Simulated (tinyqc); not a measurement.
## Retention against temperature

Retention: filled traps are spread evenly in depth from E1 to E2, and each empties at the rate nu exp(-E/kB T). The share left is the mean of exp(-nu t exp(-E/kB T)) = [kB T/(E2 - E1)] [E1x(nu t exp(-E2/kB T)) - E1x(nu t exp(-E1/kB T))], E1x the exponential integral; traps shallower than about Ed = kB T ln(nu t) are empty. t = 3.15576e8 s; the last column is the bake time at 523 K with the same Ed.

Values chosen for this exercise: shallowest trap depth E1 = 0.74 eV; deepest trap depth E2 = 2.04 eV; attempt frequency nu = 1e12 1/s.

Constants: q = 1.602176634e-19 C, kB = 1.380649e-23 J/K, Vt = kB T/q. Results are converted to the units shown.

Result of one run:
```
T (K)	Ed (eV)	share left	equivalent bake at 523 K (s)
423	1.7205	0.22956	37982
```

What becomes of these results when the storage temperature T is changed from 423 to 358 K, all else the same?

Result of the changed run:
```
T (K)	Ed (eV)	share left	equivalent bake at 523 K (s)
358	1.4562	0.43542	107.62
```

The whole series:
```
T (K)	Ed (eV)	share left	equivalent bake at 523 K (s)
300	1.2202	0.61911	0.57355
328	1.3341	0.53043	7.1785
358	1.4562	0.43542	107.62
378	1.5375	0.37208	654.33
398	1.6188	0.30873	3978.3
423	1.7205	0.22956	37982
448	1.8222	0.15048	3.6263e5
```

The share left falls from 0.619 to 0.150. Apart from the width of the edge only the product T ln(nu t) counts, so ten years at 358 K equal 108 s at 523 K; no single activation energy describes the loss, since Ed itself moves.

Program tinyqc, `OMP_NUM_THREADS=1 python tinyqc.py 2130070 2130071 out.jsonl`; Intel Xeon 2.30GHz, shared host, one thread, about 0.01 s.
